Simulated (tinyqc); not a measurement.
Undoped gate-all-around wire MOSFET, analytic charge model: transfer curve and volume inversion.

An undoped round wire of radius R under an insulator shell and a surrounding gate; long channel, electrons only, n = ni exp((psi - V)/Vt) with V the quasi-Fermi potential (0 at the source, Vd at the drain), constant mobility, no quantisation. The radial Poisson equation gives n(r) = n(0)/(1 - (1 - b) r^2/R^2)^2 with b = Q0/(Q + Q0). Q is the electron charge per area of the wire surface.

ni = sqrt(Nc Nv) exp(-Eg/(2 Vt)), Eg in volts; Cox = eps0 eox/(R ln(1 + tox/R)); Q0 = 4 eps0 eps_r Vt/R; V0 = dphi + Vt ln[8 eps0 eps_r Vt/(q ni R^2)]. Q solves Vg - V0 - V = Q/Cox + Vt ln(Q/Q0) + Vt ln(1 + Q/Q0). I = mu (2 pi R/L)[2 Vt (Qs - Qd) + (Qs^2 - Qd^2)/(2 Cox) + Vt Q0 ln((Qd + Q0)/(Qs + Q0))], with Qs at V = 0 and Qd at V = Vd. The drop is psi(surface) - psi(centre) at the source end; C = dQs/dVg, Cg = Cox, drop = 2 Vt ln(1 + Qs/Q0); gm = dI/dVg.

Parameters, values chosen for the exercise; material values close to those of silicon: temperature T = 300 K; band gap Eg = 1.1 eV; relative permittivity of the semiconductor eps_r = 11.6; conduction-band density of states at T Nc = 2.8e19 cm^-3; valence-band density of states at T Nv = 2.67e19 cm^-3; relative permittivity of the gate insulator eox = 8.62; insulator thickness tox = 3.4 nm; wire radius R = 6 nm; gate work function less that of the intrinsic body dphi = 0.15 V; channel mobility mu = 710 cm^2/(V s); gate length L = 0.5 um; drain voltage Vd = 0.05 V.

Constants: q = 1.602176634e-19 C, kB = 1.380649e-23 J/K, Vt = kB T/q, eps0 = 8.8541878128e-14 F/cm where lengths are in cm. Results are converted to the units shown.

Result of one run:
```
Vg (V)	Qs (nC/cm^2)	drop (mV)	C/Cg	I (uA)	gm/I (1/V)
0.46	0.1218	0.03558	0.001660	1.444e-4	38.63
```

What becomes of these results when the gate voltage Vg is changed from 0.46 to 1.25 V, all else the same?

Result of the changed run:
```
Vg (V)	Qs (nC/cm^2)	drop (mV)	C/Cg	I (uA)	gm/I (1/V)
1.25	1394	112.9	0.9098	3.560	1.930
```

The whole series:
```
Vg (V)	Qs (nC/cm^2)	drop (mV)	C/Cg	I (uA)	gm/I (1/V)
0.35	0.001733	5.063e-4	2.366e-5	2.052e-6	38.68
0.46	0.1218	0.03558	0.001660	1.444e-4	38.63
0.57	7.458	2.134	0.08914	0.009357	35.72
0.69	114.2	25.74	0.5282	0.2150	15.87
0.8	313.6	52.71	0.7231	0.7062	7.424
0.91	554.3	73.35	0.8115	1.332	4.532
1.02	815.4	89.13	0.8594	2.021	3.192
1.14	1113	102.7	0.8908	2.812	2.388
1.25	1394	112.9	0.9098	3.560	1.930
```

The current rises from 2.05e-6 to 3.56 uA. In the first row gm/I is 38.7 1/V, within 0.01 % of 1/Vt: with no depletion charge the whole body follows the gate, and the swing is ideal. The drop between surface and centre goes from 5.1e-4 to 113 mV and passes Vt at Vg = 0.8 V among the rows; below that the density varies across the body by less than a factor of e (volume inversion). C reaches 0.91 of Cg in the last row. For Vg = 0.8 to 1.25 V the surface density at the source passes 0.3 Nc, where Boltzmann statistics fail. In every row the body is thin enough for quantum confinement, left out here, to raise the threshold.

Program tinyqc, `OMP_NUM_THREADS=1 python tinyqc.py 2460111 2460112 out.jsonl`; Intel Xeon 2.30GHz, shared host, one thread, about 0.04 s.
